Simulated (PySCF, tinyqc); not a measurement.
Worked calculation: RKS/PBE in the sto-6g basis, for H4, spin multiplicity 1. The lowest restricted solution is unstable here: a spin-polarised one lies 0.0400 hartree lower (PySCF). One step of it, computed by the program tinyqc.

Question. Iteration 1: diagonalisation and new density. A level shift of 1 hartree raises the virtual space: F + shift (S - S D(s) S), with D(s) the density of one spin (D/2). Diagonalise F' = X^T F X, C = X C', fill 2 alpha and 2 beta electrons from the bottom; D = 2 C_occ C_occ^T; the new density keeps 0.5 of the old one (damping). Each column has its largest component positive (the first on a tie).

Kohn-Sham matrix F (hartree):
```
           1H 1s      2H 1s      3H 1s      4H 1s
1H 1s  -0.219762  -0.144477  -0.115353  -0.053513
2H 1s  -0.144477  -0.354296  -0.052245  -0.158646
3H 1s  -0.115353  -0.052245   0.160372  -0.087140
4H 1s  -0.053513  -0.158646  -0.087140  -0.101424
```

X:
```
           1H 1s      2H 1s      3H 1s      4H 1s
1H 1s   1.040996  -0.104378  -0.128228  -0.003832
2H 1s  -0.104378   1.040996  -0.003832  -0.128228
3H 1s  -0.128228  -0.003832   1.040996  -0.104378
4H 1s  -0.003832  -0.128228  -0.104378   1.040996
```

D at the start:
```
           1H 1s      2H 1s      3H 1s      4H 1s
1H 1s   0.588047   0.434320   0.419441  -0.760526
2H 1s   0.434320   0.654511  -0.363598  -0.882466
3H 1s   0.419441  -0.363598   1.657918   0.104743
4H 1s  -0.760526  -0.882466   0.104743   1.291880
```

overlap S:
```
          1H 1s     2H 1s     3H 1s     4H 1s
1H 1s  1.000000  0.210224  0.252087  0.082535
2H 1s  0.210224  1.000000  0.082535  0.252087
3H 1s  0.252087  0.082535  1.000000  0.210224
4H 1s  0.082535  0.252087  0.210224  1.000000
```

Give: F' = X^T F X; orbital energies; coefficients C; D after iteration 1.

Answer.

F' = X^T F X (hartree):
```
         1        2        3        4
1   0.4515  -0.2881  -0.4071   0.3236
2  -0.2881   0.4353   0.1313   0.2529
3  -0.4071   0.1313   0.3581  -0.2196
4   0.3236   0.2529  -0.2196   0.4249
```

orbital energies (hartree): MO1 -0.1459, MO2 0.0484, MO3 0.6804, MO4 1.0868

coefficients C:
```
           MO1      MO2      MO3      MO4
1H 1s  -0.6005   0.2718  -0.1871   0.8010
2H 1s  -0.5425  -0.3687   0.7321  -0.3806
3H 1s  -0.1291   0.7740  -0.0453  -0.7023
4H 1s   0.6452   0.3354   0.5554   0.5231
```

D after iteration 1:
```
         1H 1s    2H 1s    3H 1s    4H 1s
1H 1s   0.7285   0.4427   0.4976  -0.6766
2H 1s   0.4427   0.7575  -0.3971  -0.9149
3H 1s   0.4976  -0.3971   1.4447   0.2286
4H 1s  -0.6766  -0.9149   0.2286   1.1748
```
